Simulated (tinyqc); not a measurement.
# Zero-field barrier from two thresholds

Problem. The photoemission threshold over an interface barrier is Phi = P0 - sqrt(q F/(4 pi eps0 ei)). Find P0 and ei.

Constants: q = 1.602176634e-19 C, eps0 = 8.8541878128e-14 F/cm where lengths are in cm. Results are converted to the units shown.

thresholds at F = 0.4 and 4.1 MV/cm (eV): 2.6322625  2.3510403

Answer. Phi is linear in sqrt(F): the intercept is P0 and the slope gives ei.

P0 = 2.76 eV
ei = 3.53

tinyqc, about 0.01 s, one thread, Intel Xeon 2.30GHz (shared host): `OMP_NUM_THREADS=1 python tinyqc.py 2410099 2410100 out.jsonl`
